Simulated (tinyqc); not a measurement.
From results back to parameters: round or elliptic silicon nanowire with anisotropic valleys (Ritz method). Five cases, with inputs chosen for the exercise.

Problem. For a circular wire every level scales as 1/R^2. The lowest level of group A was computed from a hidden radius.

Wire along x = [110] on a (001) wafer, y = [-110], z = [001]. Valley groups (w = inverse masses): A, two valleys along z: w_y = 1/mt, w_z = 1/ml, m_x = mt; B, four valleys in the wafer plane: w_y = (1/ml + 1/mt)/2, w_z = 1/mt, m_x = (ml + mt)/2.

Hard wall on the ellipse (y/a)^2 + (z/b)^2 = 1, c = hbar^2/2m0. With u = y/a, v = z/b the operator is -c [(w_y/a^2) d2/du2 + (w_z/b^2) d2/dv2] on the unit disc. Basis (1 - u^2 - v^2) u^i v^j; S, X and Y are the disc integrals of f f', (df/du)(df'/du) and (df/dv)(df'/dv), from the integral of u^p v^q = 2 Gamma((p+1)/2) Gamma((q+1)/2)/((p + q + 2) Gamma((p+q+2)/2)) for even p, q; H = c (w_y X/a^2 + w_z Y/b^2).

Converged values use 21 functions of each parity class (e or o in u, then in v).

Constants: hbar^2/2m0 = 3.80998211 eV angstrom^2.

Case 1.

Values chosen (out of a larger set: near those of a Si nanowire; not measured data): ml = 0.906 m0 (longitudinal mass); mt = 0.192 m0 (transverse mass).

level = 0.087230 eV

Case 2.

Values chosen (out of a larger set: near those of a Si nanowire; not measured data): ml = 0.913 m0 (longitudinal mass); mt = 0.191 m0 (transverse mass).

level = 0.050090 eV

Case 3.

Values chosen (out of a larger set: near those of a Si nanowire; not measured data): ml = 0.898 m0 (longitudinal mass); mt = 0.187 m0 (transverse mass).

level = 0.072817 eV

Case 4.

Values chosen (out of a larger set: near those of a Si nanowire; not measured data): ml = 0.919 m0 (longitudinal mass); mt = 0.192 m0 (transverse mass).

level = 0.044838 eV

Case 5.

Values chosen (out of a larger set: near those of a Si nanowire; not measured data): ml = 0.916 m0 (longitudinal mass); mt = 0.192 m0 (transverse mass).

level = 0.042651 eV

Find: E R^2/c; R.

Solution.

Case 1.

E R^2/c = 17.950
R = 28.0 angstrom

Solve once for R = 1 and scale. The mean inverse mass would give 2.404826^2 (1/mt + 1/ml)/2 = 18.252, 1.7 % too high.

Case 2.

E R^2/c = 17.998
R = 37.0 angstrom

Solve once for R = 1 and scale. The mean inverse mass would give 2.404826^2 (1/mt + 1/ml)/2 = 18.306, 1.7 % too high.

Case 3.

E R^2/c = 18.367
R = 31.0 angstrom

Solve once for R = 1 and scale. The mean inverse mass would give 2.404826^2 (1/mt + 1/ml)/2 = 18.683, 1.7 % too high.

Case 4.

E R^2/c = 17.900
R = 39.0 angstrom

Solve once for R = 1 and scale. The mean inverse mass would give 2.404826^2 (1/mt + 1/ml)/2 = 18.207, 1.7 % too high.

Case 5.

E R^2/c = 17.911
R = 40.0 angstrom

Solve once for R = 1 and scale. The mean inverse mass would give 2.404826^2 (1/mt + 1/ml)/2 = 18.217, 1.7 % too high.

Computed by tinyqc, one run a case: `OMP_NUM_THREADS=1 python tinyqc.py N N+1 out.jsonl` with N = 1250729, 1250816, 1250828, 1250852, 1250897; one thread of a shared Intel(R) Xeon(R) Processor @ 2.30GHz, about 0.05 s a run at most.
